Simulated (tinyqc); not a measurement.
Inside a calculation. Model: shallow acceptor in the spherical model (Baldereschi-Lipari), strong spin-orbit limit. Computed by tinyqc, a small Python program that keeps every step. Command: `OMP_NUM_THREADS=1 python tinyqc.py 3016780 3016781 out.jsonl acceptor walk`. One thread of a shared host (Intel(R) Xeon(R) Processor @ 2.30GHz), about 0.01 s of CPU time with the checks. Intermediate numbers are printed to about 7 digits and carried at full precision; extremes and crossings named in words are read from the listed rows.

The 1S(3/2) state has an s envelope f(r) and a d envelope g(r). In effective units they obey -(f'' + 2f'/r + 2f/r) + mu (g'' + 5g'/r + 3g/r^2) = E f and -(g'' + 2g'/r - 6g/r^2 + 2g/r) + mu (f'' - f'/r) = E g. The cubic term, the split-off band and the central cell are left out.

Inputs (values chosen for the exercise, modelled on GaAs): Luttinger gamma_1 = 6.96; Luttinger gamma_2 = 2.11; Luttinger gamma_3 = 2.9; dielectric constant eps = 12.7; functions per channel n = 3; smallest exponent zeta_1 = 0.9 1/a*; ratio beta of exponents = 2.6.

Constants: Ry = 13.605693123 eV; a_0 = 0.529177210903 angstrom.

## Effective units and couplings

Ry* = Ry/(gamma_1 eps^2), a* = a_0 eps gamma_1, mu = (6 gamma_3 + 4 gamma_2)/(5 gamma_1), delta = (gamma_3 - gamma_2)/gamma_1; spherical masses 1/(gamma_1 (1 - mu)) (heavy) and 1/(gamma_1 (1 + mu)) (light).

Ry* = 12.12004 meV

a* = 46.77503 angstrom

mu = 0.7425287

delta = 0.1135057

heavy-hole mass = 0.5580357 m_0

light-hole mass = 0.08245383 m_0

## Matrices in a small basis

zeta_i = zeta_1 beta^(i-1), i = 1..n, in both channels. Basis: f_i = exp(-zeta_i r), g_i = r exp(-zeta_i r), weight r^2 dr, s = zeta_i + zeta_j. S_ff = 2/s^3, H_ff = zeta_i zeta_j S_ff - 2/s^2; S_gg = 24/s^5, H_gg = 8/s^3 + 24 zeta_i zeta_j/s^5 - 12/s^4; H(f_i, g_j) = mu (6 zeta_i^2/s^4 + 2 zeta_i/s^3); S_fg = 0. Each function is normalised by sqrt(S_ii).

H (Ry*), rows f1, f2, f3, g1, g2, g3:
```
[[-0.99, -0.8151838, -0.4538804, 0.8681158, 1.189857, 0.9793993],
 [-0.8151838, 0.7956, 4.178399, 2.055208, 5.868463, 8.043437],
 [-0.4538804, 4.178399, 24.84706, 2.552263, 13.89321, 39.67081],
 [0.8681158, 2.055208, 2.552263, 0.99, 2.298905, 2.464841],
 [1.189857, 5.868463, 13.89321, 2.298905, 10.4364, 19.42817],
 [0.9793993, 8.043437, 39.67081, 2.464841, 19.42817, 80.28446]]
```

S, rows f1, f2, f3, g1, g2, g3:
```
[[1.000000, 0.718857, 0.300902, 0.000000, 0.000000, 0.000000],
 [0.718857, 1.000000, 0.718857, 0.000000, 0.000000, 0.000000],
 [0.300902, 0.718857, 1.000000, 0.000000, 0.000000, 0.000000],
 [0.000000, 0.000000, 0.000000, 1.000000, 0.576861, 0.135116],
 [0.000000, 0.000000, 0.000000, 0.576861, 1.000000, 0.576861],
 [0.000000, 0.000000, 0.000000, 0.135116, 0.576861, 1.000000]]
```

## Lowest level in the small basis

H c = E S c with c^T S c = 1 and the largest component positive; the d weight is the part of the norm in g.

E = -2.074524 Ry*

coefficients: f1 0.0272064, f2 0.8234037, f3 0.0378712, g1 -0.1371512, g2 -0.4034919, g3 0.0066350

d weight = 0.2421718

## Converged levels

Large basis: zeta_i = 0.08 x 1.55^(i-1), i = 1..20 in each channel; overlap eigenvalues below 1e-11 are dropped. Binding energies are -E Ry*; the mass that fits is E(1S) eps^2/Ry.

1S(3/2) binding in Ry* = 2.094681

1S(3/2) binding energy = 25.38761 meV

2S(3/2) binding energy = 7.499422 meV

d weight of 1S(3/2) = 0.2534453

Hydrogenic mass that fits = 0.3009598 m_0

The small basis recovers 99.0 % of the binding. The ratio 2S/1S is 0.295 against the hydrogenic 0.25. The fitted mass is 54 % of the heavy-hole mass.

## One mass for the acceptor?

Hydrogenic binding Ry m/eps^2; the density-of-states mass is (m_H^(3/2) + m_L^(3/2))^(2/3); errors are against the large basis.

1S binding energy:
```
mass                     value (m_0)  binding (meV)  error (%)
light hole                 0.0824538        6.95543  -72.60305
1/gamma_1                  0.1436782       12.12004  -52.26002
mean of heavy and light    0.3202448       27.01440    6.40781
heavy hole                 0.5580357       47.07336   85.41866
density of states          0.5789703       48.83931   92.37461
```

The coupled result, 25.39 meV, lies between the 1/gamma_1 value (no coupling) and the heavy-hole value; the closest single rule here is "mean of heavy and light", off by +6.4 %.

## Binding against mu

The formulas are those given above.

1S(3/2):
```
mu    binding (Ry*)   d weight  binding x (1 - mu)
0.10       1.009075  0.0042365           0.9081674
0.22       1.045675  0.0206226           0.8156263
0.45       1.227569  0.0882971           0.6751629
0.50       1.298539  0.1097889           0.6492697
0.74       2.078318  0.2515768           0.5403626
0.80       2.580198  0.2982800           0.5160396
0.90       4.768333  0.3881797           0.4768333
0.95       9.144654  0.4400163           0.4572327
```

The binding grows from 1.009 to 9.14 Ry*, slowly at first (second order in mu), while the d weight rises to 0.44. The last column, the binding in units of the heavy-hole Rydberg, falls to 0.457, towards about 0.44 as mu tends to 1.

Checks made by the program: mu = 0 against hydrogen, 1 and 1/4 (relative difference 4e-06); the coupling element from the adjoint operator (relative difference below 1e-10).
